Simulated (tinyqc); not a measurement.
MOS structure on a p-type body with a doping step, non-linear Poisson equation by Newton steps: one step of the calculation.

One dimension, insulator interface at x = 0, acceptor density N1 for x < x1 and Na beyond, net doping C = -(acceptor density). psi is counted from the intrinsic level: n = ni exp((psi - Vb)/Vt), p = ni exp(-psi/Vt); deep in the body psi_b = -Vt ln(Na/ni). The gate acts through Cox = eps0 eox/tox and has the potential psi_G = Vg - (phiM - chi - Vt ln(Nc/ni)). Boltzmann statistics, full ionisation, classical densities, no oxide or interface charge.

Task. Converged densities and sheet charges. n and p as above; box widths w_i (half boxes at both ends); band bending psi_0 - psi_b; N_inv = sum w n; N_dep = -sum w (p + C); centroid sum w n x/N_inv; gate charge Cox (psi_G - psi_0)/q.

Inputs (values chosen for the exercise); band and dielectric values close to those of silicon:
```
symbol    value   unit                                                                 meaning
T           350      K                                                             temperature
Eg          1.1     eV                                                                band gap
Nc      3.53e19  cm^-3                                  conduction-band density of states at T
Nv      3.33e19  cm^-3                                     valence-band density of states at T
chi        4.13     eV                                                       electron affinity
eox         3.9         relative permittivity of the gate insulator (close to silicon dioxide)
tox         8.1     nm                                                     insulator thickness
phiM       4.23     eV                                                      gate work function
Vb            0      V                         electron quasi-Fermi potential against the body
Vg         0.25      V                                           gate voltage against the body
```

Constants: q = 1.602176634e-19 C, kB = 1.380649e-23 J/K, Vt = kB T/q, eps0 = 8.8541878128e-14 F/cm where lengths are in cm. Results are converted to the units shown.

```
node  x (nm)  converged psi (V)  net doping C (cm^-3)
0          0         0.29255002               -1.4e17
1        0.3         0.28743164               -1.4e17
2      0.781         0.27926821               -1.4e17
3       1.55         0.26632607               -1.4e17
4       2.79         0.24573698               -1.4e17
5       4.77         0.21357025               -1.4e17
6       7.96         0.16356897               -1.4e17
7       13.1         0.08772175               -1.4e17
8       21.2        -0.01999108               -1.4e17
9       34.4        -0.16455507               -1.4e17
10      55.4        -0.31549220               -1.4e17
11      89.2        -0.37539895               -1.4e17
12       143        -0.34077833               -2.8e16
13       230        -0.33587531               -2.8e16
14       369        -0.33555796               -2.8e16
15       593        -0.33554949               -2.8e16
```

ni = 4.1253237e11 cm^-3

Find: n; p; band bending; N_inv; N_dep; centroid of the electrons; gate charge over q.

Result.

```
node  n (cm^-3)  p (cm^-3)
0     6.7297e15   2.5289e7
1     5.6793e15   2.9966e7
2     4.3325e15   3.9280e7
3     2.8209e15   6.0330e7
4     1.4253e15   1.1940e8
5     4.9061e14   3.4688e8
6     9.3486e13   1.8204e9
7     7.5613e12  2.2507e10
8     2.1262e11  8.0042e11
9      1.7619e9  9.6593e13
10     1.1819e7  1.4399e16
11     1.6216e6  1.0495e17
12     5.1105e6  3.3300e16
13     6.0127e6  2.8304e16
14     6.0763e6  2.8008e16
15     6.0780e6  2.8000e16
```

band bending = 0.62810 V
N_inv = 1.2773e9 cm^-2
N_dep = 1.0852e12 cm^-2
centroid of the electrons = 1.8342 nm
gate charge over q = 1.0865e12 cm^-2

N_inv + N_dep is within 0.01 % of the gate charge.

Computed by the program tinyqc: `OMP_NUM_THREADS=1 python tinyqc.py 2080047 2080048 out.jsonl`, one thread of a shared Intel Xeon 2.30GHz, about 0.4 s for the whole run.
